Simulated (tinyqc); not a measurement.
On-chip power grid, static voltage drop by conjugate gradients: one step of the calculation.

A grid of 4 rows and 4 columns, node k = 4 row + column. Neighbours in a row are joined by Rx, in a column by Ry; pad nodes, which reach the supply through Rp: 0, 12. Each node draws I0, node 9 draws kh I0. The drops u = Vdd - V solve G u = i, with G the conductance matrix (1/Rp added on the diagonal at pad nodes).

Task. Worst drop, pad currents and power lost. Pad current u/Rp; worst drop as a share of Vdd; power lost in the grid and pads sum_k i_k u_k; power delivered sum_k i_k (Vdd - u_k).

Inputs (values chosen for the exercise):
- Vdd = 0.65 V (supply voltage)
- Rp = 0.59 ohm (resistance from a pad node to the supply)
- I0 = 2.4 mA (load current of an ordinary node)
- kh = 8 (factor on the load at the hot node)

converged u (mV):
```
,col 0,col 1,col 2,col 3
row 0,16.116001,23.313907,26.834194,28.397423
row 1,18.992168,24.220273,27.058269,28.465324
row 2,19.243121,25.522441,27.297787,28.539195
row 3,16.451999,24.194668,27.197038,28.553348
```

Give: worst drop; share of Vdd; pad currents; power lost; power delivered.

Result.

worst drop = 28.55 mV
share of Vdd = 4.393 %
pad currents (mA): node 0 27.32, node 12 27.88
power lost = 1.366 mW
power delivered = 34.51 mW

The pad currents add up to the total load, 55.20 mA. The worst drop is at node 15, not at the hot node.

Numbers from tinyqc (`OMP_NUM_THREADS=1 python tinyqc.py 2770185 2770186 out.jsonl`; about 0.08 s on one thread of a shared Intel Xeon 2.30GHz).
